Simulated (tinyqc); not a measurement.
## Trap density from two Hall measurements

Problem. p-type body, charge-sheet picture, full ionisation (an idealisation for deep acceptors), Boltzmann statistics for free electrons. e = Ec - EF at the surface. psi = Eg - Vt ln(Nv/Na) - e; N_dep = sqrt(2 eps0 eps_r Na (psi - Vt)/q); n_f = sqrt(N_dep^2 + 2 eps0 eps_r Vt Nc exp(-e/Vt)/q) - N_dep; Vg = Vfb + psi + q (N_dep + n_t + n_f)/Cox, Cox = eps0 eox/tox. Find e and n_t at both points and the mean trap density between them.

Values chosen for this exercise; band and dielectric values close to those of 4H silicon carbide:
- T = 300 K (temperature)
- Eg = 3.22 eV (band gap)
- eps_r = 9.8 (relative permittivity)
- Nc = 1.68e19 cm^-3 (conduction-band density of states at T)
- Nv = 2.49e19 cm^-3 (valence-band density of states at T)
- eox = 3.9 (relative permittivity of the insulator)
- tox = 65 nm (insulator thickness)
- Na = 3.4e15 cm^-3 (acceptor density)
- Vfb = -2.74 V (flat-band voltage without trapped charge)

Constants: q = 1.602176634e-19 C, kB = 1.380649e-23 J/K, Vt = kB T/q, eps0 = 8.8541878128e-14 F/cm where lengths are in cm. Results are converted to the units shown.

Vg (V): 1.5363387  2.8219872
free sheet density from the Hall effect (cm^-2): 1.6436434e10  3.0362589e11

Answer. Each n_f fixes e; what the gate voltage holds beyond psi, N_dep and n_f is trapped; the difference quotient is the density, smeared over a few Vt.

e (eV): 0.157  0.0720
n_t (cm^-2): 1.41e11  2.47e11
mean trap density = 1.25e12 cm^-2 eV^-1

tinyqc, about 0.04 s, one thread, Intel Xeon 2.30GHz (shared host): `OMP_NUM_THREADS=1 python tinyqc.py 2222069 2222070 out.jsonl`
